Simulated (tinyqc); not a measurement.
From results back to parameters: Kane-Mele model of a buckled honeycomb layer in a normal field. Five cases, with inputs chosen for the exercise.

Problem. The gaps of the two spins at a valley are 2|D - lam| and 2 (D + lam), where 2 lam is the gap at zero field and D = e b Ez > 0. The layer is known to be a quantum spin Hall insulator. The gaps come from hidden lam and Ez.

Find: lam; Ez.

Method. A quarter of the sum is the larger of D and lam, a quarter of the difference the smaller; the gaps alone cannot say which is which. Here lam > D.

Case 1.

Values chosen (out of a larger set: of the size used for germanene; not measured data): b = 0.35 angstrom (half the buckling height).

gaps (meV): 76.2000  151.8000

Solution.

lam = 57.00 meV
Ez = 0.0540 V/angstrom

Case 2.

Values chosen (out of a larger set: of the size used for germanene; not measured data): b = 0.31 angstrom (half the buckling height).

gaps (meV): 103.7400  132.2600

Solution.

lam = 59.00 meV
Ez = 0.0230 V/angstrom

Case 3.

Values chosen (out of a larger set: of the size used for germanene; not measured data): b = 0.33 angstrom (half the buckling height).

gaps (meV): 83.5000  116.5000

Solution.

lam = 50.00 meV
Ez = 0.0250 V/angstrom

Case 4.

Values chosen: b = 0.31 angstrom (half the buckling height).

gaps (meV): 244.6600  315.3400

Solution.

lam = 140.00 meV
Ez = 0.0570 V/angstrom

Case 5.

Values chosen (out of a larger set: of the size used for germanene; not measured data): b = 0.36 angstrom (half the buckling height).

gaps (meV): 40.9600  123.0400

Solution.

lam = 41.00 meV
Ez = 0.0570 V/angstrom

Computed by tinyqc, one run a case: `OMP_NUM_THREADS=1 python tinyqc.py N N+1 out.jsonl` with N = 1480546, 1480548, 1481012, 1481307, 1481799; one thread of a shared Intel(R) Xeon(R) Processor @ 2.30GHz, about 0.02 s a run at most.
